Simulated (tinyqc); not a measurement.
From results back to parameters: band-to-band tunnelling across a p-n junction in a two-band chain. Three cases, with inputs chosen for the exercise.

Problem. In a uniform field T = exp(-B/F), B = (pi/4) sqrt(m/c) Eg^(3/2), c = hbar^2/2m0, 1 V/angstrom = 100 MV/cm. m is the band-edge mass, the same for both bands (twice the reduced mass). The ratio below comes from a hidden m.

Constants: hbar^2/2m0 = 3.80998211 eV angstrom^2.

Find: B; m.

Method. B is the logarithm over 1/F1 - 1/F2, and m = c (4B/pi)^2/Eg^3 with B in V/angstrom.

Case 1.

Values chosen (out of a larger set: gap and mass near those of InSb; not measured data):
- Eg = 0.182 eV (gap)
- F1 = 1.28 MV/cm (first field)
- F2 = 2.17 MV/cm (second field)

ln(T2/T1) = 0.118022

Solution.

B = 0.368 MV/cm
m = 0.0139 m0

Case 2.

Values chosen (out of a larger set: gap and mass near those of InSb; not measured data):
- Eg = 0.179 eV (gap)
- F1 = 1.2 MV/cm (first field)
- F2 = 2.85 MV/cm (second field)

ln(T2/T1) = 0.169548

Solution.

B = 0.351 MV/cm
m = 0.0133 m0

Case 3.

Values chosen (out of a larger set: gap and mass near those of GaSb; not measured data):
- Eg = 0.71 eV (gap)
- F1 = 0.82 MV/cm (first field)
- F2 = 3.15 MV/cm (second field)

ln(T2/T1) = 4.502790

Solution.

B = 4.992 MV/cm
m = 0.0430 m0

Computed by tinyqc, one run a case: `OMP_NUM_THREADS=1 python tinyqc.py N N+1 out.jsonl` with N = 1482515, 1482588, 1482610; one thread of a shared Intel(R) Xeon(R) Processor @ 2.30GHz, about 0.01 s a run at most.
